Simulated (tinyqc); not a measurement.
Temperatures in a stack of 2 dies with leakage feedback: one step of the calculation.

One-dimensional heat flow to a sink below die 0. The power of each die is released in a plane at its top; from the plane of die j > 0 heat crosses its silicon (ts), a bond layer and the wiring of die j - 1; from die 0 it crosses t0, paste and sink. Copper shares the path through bond and wiring in parallel: k_eff = fm km + (1 - fm) k. Silicon is taken at the temperature of the plane above it. Leakage is P_l exp((T - 350 K)/Tl).

Question. Resistances per area at 300 K. R = thickness/conductivity for each layer.

Parameters, values chosen for the exercise; conductivities of the order met in silicon, wiring layers, bonds and pastes:
```
symbol,value,unit,meaning
k0,144,W/(m K),conductivity of silicon at 300 K
ts,50,um,thickness of a thinned die
t0,775,um,thickness of the die next to the sink
tb,15,um,thickness of the wiring layers
kb,3.7,W/(m K),conductivity of the wiring layers
tg,2,um,thickness of a bond layer
kg,1.2,W/(m K),conductivity of the bond dielectric
fm,0.01,,area share of copper through bond and wiring
km,390,W/(m K),conductivity of copper
Rt,0.27,K cm^2/W,paste and lid
Rs,0.29,K cm^2/W,heat sink
```

Give: thick die; thinned die; k_eff of the bond; k_eff of the wiring; bond plus wiring; paste plus sink.

Answer.

thick die = 0.053819 K cm^2/W
thinned die = 0.0034722 K cm^2/W
k_eff of the bond = 5.0880 W/(m K)
k_eff of the wiring = 7.5630 W/(m K)
bond plus wiring = 0.023764 K cm^2/W
paste plus sink = 0.56000 K cm^2/W

Computed by the program tinyqc: `OMP_NUM_THREADS=1 python tinyqc.py 2162076 2162077 out.jsonl`, one thread of a shared Intel Xeon 2.30GHz, about 0.05 s for the whole run.
